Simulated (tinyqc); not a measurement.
Approximations against the iterative solution: electron mobility of a polar semiconductor by Rode's iterative solution of the Boltzmann equation. Computed by tinyqc, a small Python program. Command: `OMP_NUM_THREADS=1 python tinyqc.py 3012843 3012844 out.jsonl rode walk`. One thread of a shared host (Intel(R) Xeon(R) Processor @ 2.30GHz), about 0.01 s of CPU time with the checks.

The distribution is f(E) + e F l(E) (-df/dE) cos(theta) for a weak field F, theta counted from the force; l(E) is a mean free path. Elastic processes enter by their momentum rate, polar optical phonons by out- and in-scattering terms. One valley only: where upper valleys lie close, measured mobilities are lower. The density n is prescribed, even where a narrow-gap material would have more intrinsic carriers.

Inputs (values chosen for the exercise, modelled on CdS):
```
quantity                               value    unit
effective mass m                       0.204     m_0
static permittivity eps_s                8.7       -
high-frequency permittivity eps_inf      5.3       -
density rho                             4820  kg/m^3
sound velocity v_l                      4450     m/s
acoustic deformation potential D_A       7.5      eV
optical phonon energy hbar w            37.8     meV
piezoelectric coupling K                0.16       -
electron density n                   2.1e+14  1/cm^3
compensation ratio C                       0       -
temperature T                            350       K
grid points per phonon energy s            6       -
iteration cap                            200       -
```

Band: parabolic. Elastic processes: acoustic, piezoelectric, impurity.

Constants: k_B = 8.617333262e-05 eV/K; m_0 = 9.1093837015e-31 kg; e = 1.602176634e-19 C; hbar = 1.054571817e-34 J s; eps_0 = 8.8541878128e-12 F/m; k_B = 1.380649e-23 J/K; hbar = 6.582119569e-16 eV s.

Method:
- Parabolic band: E = hbar^2 k^2/(2 m), speed v = hbar k/m, states per spin, volume and energy g(E) = m k/(2 pi^2 hbar^2). Masses are multiplied by m_0 and all formulas are in SI units.
- The reduced Fermi level eta = E_F/(k_B T) solves n = 2 Z int g f dE with f = 1/(1 + exp(x - eta)) (Z = 1 unless valleys are given); screening length L_s = sqrt(eps_s eps_0 k_B T/(e^2 dn/deta)), dn/deta = 2 Z int g f (1 - f) dE.
- Integrals over x = E/(k_B T) use 160 Gauss-Legendre points in u = sqrt(x) from 0 to sqrt(max(eta, 0) + 32).
- N_I = n (1 + C)/(1 - C).
- Phonon occupation N_q = 1/(exp(hbar w/(k_B T)) - 1).
- Acoustic deformation potential (elastic, equipartition, absorption and emission together): 1/tau = 2 pi k_B T D_A^2 g(E)/(hbar rho v_l^2).
- Piezoelectric (elastic, unscreened, momentum relaxation): 1/tau = e^2 K^2 k_B T m (1 + 2 alpha E)/(2 pi eps_s eps_0 hbar^3 k), with alpha = 0 for a parabolic band.
- Singly charged impurities, momentum relaxation: 1/tau = N_I e^4 m (1 + 2 alpha E) Phi/(8 pi (eps_s eps_0)^2 hbar^3 k^3), with alpha = 0 for a parabolic band.
- Brooks-Herring: Phi = ln(1 + b) - b/(1 + b), b = 4 k^2 L_s^2.
- Polar optical, unscreened: W = e^2 w (1/eps_inf - 1/eps_s) m (1 + 2 alpha E') ln|(k + k')/(k - k')| / (4 pi eps_0 hbar^2 k), times N_q for absorption (E' = E + hbar w) and N_q + 1 for emission (E' = E - hbar w > 0), with alpha = 0 for a parabolic band; mean cosine of the angle <cos> = (k^2 + k'^2)/(2 k k') - 1/ln|(k + k')/(k - k')|.
- Energy grid E_j = (j + 1/2) hbar w/s, j = 0, 1, ..., up to (max(eta, 0) + 18) k_B T, so that E_j +/- hbar w are grid points; l = 0 beyond the grid; integrals are sums times the spacing.
- With f' = f(E'): out-scattering S_o = sum over absorption and emission of W (1 - f')/(1 - f); nu = sum of elastic rates; the in-scattering weights are c+ = W_abs <cos> (1 - f')/(1 - f) for E' = E + hbar w and c- likewise for emission.
- Iteration: l_new(E) = [v(E) + c+ l(E + hbar w) + c- l(E - hbar w)]/(nu + S_o), from l = 0.
- mu = e sum g v l f (1 - f) / (3 k_B T sum g f) over the grid; stop when mu changes by less than 1e-8 of itself.
- Self-energy RTA: l = v/(nu + S_o), the first iteration. Momentum RTA: l = v/(nu + S_o - c+ v(E + hbar w)/v - c- v(E - hbar w)/v), listed only where the denominator is positive on the whole grid. The polar-only value solves the same system with nu = 0; the elastic value takes l = v/nu.

reduced Fermi level eta = -9.53778

ionised impurity density N_I = 2.10e+14 1/cm^3

screening length L_s = 262.782 nm

mobility mu = 248.065 cm^2/(V s)

Mobilities:
```
method                              mu (cm^2/(V s))  deviation (%)
iterative solution                            248.1           0.00
self-energy RTA                               141.1         -43.12
momentum RTA                                  295.0          18.92
polar phonons alone, exact                    288.6          16.33
elastic processes alone                      2060.8         730.74
Matthiessen's rule on the last two            253.1           2.04
```

self-energy RTA mobility = 141.10 cm^2/(V s)

polar-phonon mobility = 288.58 cm^2/(V s)

elastic mobility = 2060.8 cm^2/(V s)

error of the self-energy RTA = -43.118 %

What does the comparison show, and why?

The self-energy RTA is 43.1 % low: it counts every polar event as a full loss of current, though forward events keep part of it. Here hbar w/k_B T = 1.25. Matthiessen's rule is 2.0 % high. The momentum RTA deviates by +18.9 %.
